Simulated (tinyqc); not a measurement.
Charge-trap memory cell: threshold shift against programming time.

Channel, tunnel oxide, storage layer, blocking layer, gate. N electrons per area sit in a sheet at the centroid and shift the threshold by U = (q/eps0) N (tb/eb + xc tn/en). EOT = t1 + 3.9 (tn/en + tb/eb); tunnel field F = (Vg - U)/EOT; dN/dt = eta (J/q)(1 - N/Nm). Fowler-Nordheim: J = A F^2 exp(-B/F), A = q^2/(16 pi^2 hbar mo phi) (times 1e14 for A/cm^2 with F in V/nm, emitter mass m0), B = (4/3) sqrt(mo/C) phi^1.5, C = hbar^2/(2 m0).

The rate equation is integrated from N = 0 to the digits shown; blocking field (3.9 F + q N/eps0)/eb.

Inputs (values chosen for the exercise); oxide values close to those of silicon dioxide, storage layer close to silicon nitride, blocking layer close to aluminium oxide:
```
symbol,value,unit,meaning
phi,3.07,eV,tunnel barrier
mo,0.49,m0,tunnelling mass
t1,5.3,nm,tunnel oxide (permittivity 3.9)
tn,4.5,nm,storage layer
en,7.4,,its relative permittivity
tb,9.7,nm,blocking layer
eb,9,,its relative permittivity
xc,0.36,,"charge centroid, share of tn counted from the blocking side"
eta,0.88,,capture efficiency of an empty layer
Nm,2.4e13,cm^-2,trap density
Vg,13.3,V,gate voltage less flat band and surface potential
```

Constants: q = 1.602176634e-19 C, hbar = 1.054571817e-34 J s, m0 = 9.1093837015e-31 kg, eps0 = 8.8541878128e-14 F/cm where lengths are in cm, hbar^2/(2 m0) = 0.0380998212 eV nm^2. Results are converted to the units shown.

Result of one run:
```
t (s)    N/Nm  U (V)  F (V/nm)  blocking field (V/nm)
0.032  0.5077  2.859    0.8792                 0.6260
```

What becomes of these results when the time t is changed from 0.032 to 3.6e-5 s, all else the same?

Result of the changed run:
```
t (s)      N/Nm   U (V)  F (V/nm)  blocking field (V/nm)
3.6e-5  0.07158  0.4031     1.086                 0.5052
```

The whole series:
```
t (s)      N/Nm   U (V)  F (V/nm)  blocking field (V/nm)
6.6e-6  0.01850  0.1042     1.111                 0.4905
3.6e-5  0.07158  0.4031     1.086                 0.5052
0.0002   0.1761  0.9917     1.036                 0.5341
0.0011   0.2959   1.666    0.9797                 0.5673
0.0059   0.4069   2.292    0.9270                 0.5981
0.032    0.5077   2.859    0.8792                 0.6260
0.18     0.5998   3.378    0.8355                 0.6515
0.96     0.6799   3.829    0.7976                 0.6737
5.3      0.7532   4.241    0.7628                 0.6940
```

U rises from 0.104 to 4.24 V, by 0.556 V a decade at the end. In the last row the falling field has cut J by a factor of 1.01e5, and filling has cut the capture by 4.05. The blocking field reaches 6.94 MV/cm, where electrons may escape to the gate, which the model leaves out.

Range of the model: The Fowler-Nordheim form needs F t1 above phi; trap-assisted paths and leakage through the blocking layer are left out.

Program tinyqc, `OMP_NUM_THREADS=1 python tinyqc.py 2130170 2130171 out.jsonl`; Intel Xeon 2.30GHz, shared host, one thread, about 0.09 s.
